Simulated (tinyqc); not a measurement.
# Conduction-band offset of an n-N heterojunction from carrier-profile moments: what changes with what

Layer 1 (x < 0) accumulates electrons and layer 2 (x > 0) is depleted. Boltzmann statistics. The bands bend down by V1 in layer 1 and up by V2 in layer 2, with V1 + V2 = VD = dE + Vt ln[(N2/Nc2)/(N1/Nc1)].

Inputs (values chosen for the exercise); values of the order of III-V alloys:
```
symbol   value   unit                                      meaning
T          300      K                                  temperature
eps_r     13.1                relative permittivity of both layers
Nc1     6.6e17  cm^-3  density of states of the narrow-gap layer 1
Nc2     8.1e17  cm^-3    density of states of the wide-gap layer 2
dE        0.18     eV                       conduction-band offset
N1      4.2e15  cm^-3                     donor density in layer 1
N2      7.9e16  cm^-3                     donor density in layer 2
si           0  cm^-2                fixed charge at the interface
```

Constants: q = 1.602176634e-19 C, kB = 1.380649e-23 J/K, Vt = kB T/q, eps0 = 8.8541878128e-14 F/cm where lengths are in cm. Results are converted to the units shown.

Each table varies one quantity; the others keep the values above.

## Effect of the doping of the wide-gap layer

Sheet densities from the first integral: Q1 = sqrt((2 eps0 eps_r Vt N1/q)(exp(u1) - u1 - 1)) extra electrons, Q2 = sqrt((2 eps0 eps_r Vt N2/q)(exp(-u2) + u2 - 1)) missing ones, u = V/Vt; neutrality Q1 = Q2 + si.

Results:
```
N2 (cm^-3)	VD (V)	V1 (V)	Q1 (cm^-2)	n(0-)/Nc1
2.2e15	0.15799	0.038223	5.4768e10	0.027914
4e15	0.17344	0.048526	7.5825e10	0.041582
7.1e15	0.18828	0.059630	1.0289e11	0.063892
1.3e16	0.20391	0.072423	1.4112e11	0.10480
4e16	0.23297	0.098365	2.5113e11	0.28587
7.1e16	0.24780	0.11233	3.3590e11	0.49073
1.3e17	0.26344	0.12739	4.5573e11	0.87840
```

Estimate the missing row, N2 = 2.2e16 cm^-3.

Computed row:
```
N2 (cm^-3)	VD (V)	V1 (V)	Q1 (cm^-2)	n(0-)/Nc1
2.2e16	0.21752	0.084277	1.8508e11	0.16576
```

With this row back in the table: Q1 rises from 5.48e10 to 4.56e11 cm^-2, as N2^(0.52) over the table, while VD grows by Vt ln 10 a decade and the share V1/VD rises from 0.242 to 0.484. For N2 = 1.3e17 n(0-) nears or passes Nc1, where degeneracy and quantisation lower Q1.

## Effect of the offset

Same model as above.

Effect of the offset:
```
dE (eV)	VD (V)	V1 (V)	Q1 (cm^-2)	n(0-)/Nc1
0.06	0.13056	0.081812	1.7516e11	0.15069
0.12	0.19056	0.10181	2.7002e11	0.32656
0.19	0.26056	0.11674	3.6751e11	0.58180
0.25	0.32056	0.12562	4.3981e11	0.82028
0.31	0.38056	0.13244	5.0423e11	1.0681
0.37	0.44056	0.13795	5.6265e11	1.3218
0.44	0.51056	0.14325	6.2496e11	1.6226
0.5	0.57056	0.14711	6.7439e11	1.8835
```

What does the comparison show?

Q1 rises from 1.75e11 to 6.74e11 cm^-2, as VD^(0.69) between the last two rows. Layer 1 takes 62.7 % of VD in the first row and 25.8 % in the last: accumulation charge grows exponentially with V1, so most of a large offset falls across the depleted side. For dE = 0.19, 0.25, 0.31, 0.37, 0.44, 0.5 n(0-) nears or passes Nc1, where degeneracy and quantisation lower Q1.

Program tinyqc, `OMP_NUM_THREADS=1 python tinyqc.py 2410114 2410115 out.jsonl`; Intel Xeon 2.30GHz, shared host, one thread, about 0.1 s.
